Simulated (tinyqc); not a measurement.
# Changing the tilt of the sample

Model: Rutherford backscattering from a thin compound film on silicon: kinematics, yields, composition and thickness. Computed by tinyqc, a small Python program. Command: `OMP_NUM_THREADS=1 python tinyqc.py 3013965 3013966 out.jsonl rbs sweep`. One thread of a shared host (Intel(R) Xeon(R) Processor @ 2.30GHz), about 0.01 s of CPU time with the checks.

Singly charged helium ions (Z1 = 2, M1 = 4.0026 u) enter at the tilt angle a1 to the normal and leave at a2 = |180 - theta - tilt| in the same plane. The film is A B_x.

Inputs (values chosen for the exercise, modelled on a helium beam on TiN):

| quantity | value | unit |
|---|---|---|
| beam energy E0 | 1.7 | MeV |
| scattering angle theta | 150 | degrees |
| heavy element: Z_A | 22 | - |
| heavy element: mass M_A | 47.9 | u |
| heavy element: stopping eps_A at 2 MeV | 79.5 | 1e-15 eV cm^2 |
| light element: Z_B | 7 | - |
| light element: mass M_B | 14 | u |
| light element: stopping eps_B at 2 MeV | 35.2 | 1e-15 eV cm^2 |
| atoms of B per atom of A, x | 1.14 | - |
| atomic density of the film | 102 | 1/nm^3 |
| film thickness d | 23 | nm |
| collected charge | 14 | microcoulomb |
| detector solid angle | 2.6 | msr |
| detector resolution (FWHM) | 15 | keV |

Constants: e^2/(4 pi eps_0) = 14.39964548 eV angstrom; e = 1.602176634e-19 C.

Method:
- Kinematic factor K = [(sqrt(M^2 - M1^2 sin^2 theta) + M1 cos theta)/(M + M1)]^2.
- Surface edges lie at K E0; substrate silicon has M = 28.09 u. Mass resolution at M_A = resolution/(E0 dK/dM).
- Stopping per atom eps(E) = eps(2 MeV) (E/2 MeV)^(-0.4) (a law chosen for the exercise); Bragg rule eps_film = (eps_A + x eps_B)/(1 + x); areal density N d, with 1/nm^2 = 0.1 x 1e15/cm^2.
- Width of the signal of element i: [K_i eps(E0)/cos a1 + eps(K_i E0)/cos a2] N d; depth resolution = resolution x d/width of A; energy lost on the way in = eps(E0) N d/cos a1.
- Rutherford cross section in the laboratory frame: sigma = (Z1 Z e^2/(4 pi eps_0 4E))^2 (4/sin^4 theta) (r + cos theta)^2/r, r = sqrt(1 - (M1 sin theta/M)^2), times the screening factor 1 - 0.049 Z1 Z^(4/3)/E (E in keV); 1 angstrom^2 = 1e8 barn.
- Counts = (charge/e) x solid angle x sigma(E_mean) x areal density of the element/cos a1, E_mean = E0 - half the energy lost on the way in; 1 barn = 1e-24 cm^2. The ratio of areas returns x = (Y_B/Y_A)(sigma_A/sigma_B), with the counting error sqrt(1/Y_A + 1/Y_B).

One run for each value:

| tilt of the sample (degrees) | depth resolution (nm) | counting error of x without background (%) | energy lost on the way in (keV) |
|---|---|---|---|
| 0 | 12.084 | 2.1036 | 13.995 |
| 15 | 12.769 | 2.0671 | 14.489 |
| 30 | 12.463 | 1.9564 | 16.160 |
| 45 | 11.166 | 1.7659 | 19.792 |
| 55 | 9.760 | 1.5883 | 24.400 |
| 65 | 7.915 | 1.3598 | 33.115 |
| 70 | 6.813 | 1.2205 | 40.919 |
| 75 | 5.566 | 1.0575 | 54.073 |
| 80 | 4.125 | 0.8594 | 80.595 |

What does the table show, and why?

Over the rows, depth resolution (nm) goes from 12.1 through a maximum among these rows, 12.8 at 15.0, to 4.13; counting error of x without background (%) falls from 2.10 to 0.859; energy lost on the way in (keV) rises from 14.0 to 80.6. Tilting lengthens the inward path at once but shortens the outward one up to 180 - theta, so only large tilts clearly sharpen the depth scale, until roughness and straggling (left out) take over.

Extremes, crossings and ranges named in words are read from the listed rows.
